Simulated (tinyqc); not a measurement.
# Worked calculation: a double barrier with mass mismatch, transfer matrices

tinyqc, about 0.06 s, one thread, Intel Xeon 2.30GHz (shared host): `OMP_NUM_THREADS=1 python tinyqc.py 2560026 2560027 out.jsonl` Printed values are rounded.

One electron of energy E comes from the left lead (band edge 0); no transverse momentum. Parabolic bands, masses in units of m0, C = hbar^2/(2 m0); psi and psi'/m are continuous at every interface. Barrier d1, well Lw, barrier d2; the right lead equals the left one.

Values chosen for this exercise; masses and offsets close to those of GaN wells and AlGaN barriers: mass in the left lead mL = 0.2 m0; barrier height U1 = 0.6 eV; barrier mass m1 = 0.28 m0; width of the first barrier d1 = 0.8 nm; well width (edge 0, mass mL) Lw = 3.4 nm; width of the second barrier d2 = 0.8 nm; electron energy E = 0.225 eV.

Constants: q = 1.602176634e-19 C, hbar = 1.054571817e-34 J s, m0 = 9.1093837015e-31 kg, hbar^2/(2 m0) = 0.0380998212 eV nm^2. Results are converted to the units shown.

Range of the model: Masses are held fixed, although real bands cease to be parabolic a few tenths of an eV from their edges (inside a barrier too).

## Wave numbers

k = sqrt(m (E - U)/C) where E > U, K = sqrt(m (U - E)/C) where E < U; v = k/m in the leads.

Layers:
```
   U (eV)  m (m0)  d (nm)  k or K (1/nm)  which
1     0.6    0.28     0.8        1.66010      K
2       0     0.2     3.4        1.08679      k
3     0.6    0.28     0.8        1.66010      K
```

vL = 5.43394 1/nm
vR = 5.43394 1/nm

## Matrices of the layers

For the pair (psi, psi'/m) a flat layer has M = [[cos kd, (m/k) sin kd], [-(k/m) sin kd, cos kd]] with k = sqrt(m (E - U)/C) above its edge U, and M = [[cosh Kd, (m/K) sinh Kd], [(K/m) sinh Kd, cosh Kd]] with K = sqrt(m (U - E)/C) below it. M12 is in nm, M21 in 1/nm.

M of layer 1:
```
         1         2
1  2.01938  0.295905
2  10.4017   2.01938
```

M of layer 2:
```
           1           2
1  -0.850697  -0.0967357
2    2.85638   -0.850697
```

M of layer 3:
```
         1         2
1  2.01938  0.295905
2  10.4017   2.01938
```

## Product of the matrices

The matrix of the later layer stands to the left: M = M_n ... M_2 M_1; det M = 1.

M:
```
          1         2
1  -6.41254  -1.16104
2  -34.5559  -6.41254
```

## Transmission and reflection

The matrix M carries (psi, psi'/m) across the stack, and v = k/m in each lead. psi = 1 + r at the left edge (incident amplitude 1) and t at the right edge. With det M = 1, a = i vR M11 - M21 and b = -vL vR M12 - i vL M22: t = 2 i vL/(a - b), r = -(a + b)/(a - b), T(E) = (vR/vL) |t|^2, R(E) = |r|^2.

t = -0.155942+0.000611i
r = -0.003872-0.987758i
T(E) = 0.0243183
R(E) = 0.975682

T(E) + R(E) = 1: the current is conserved.
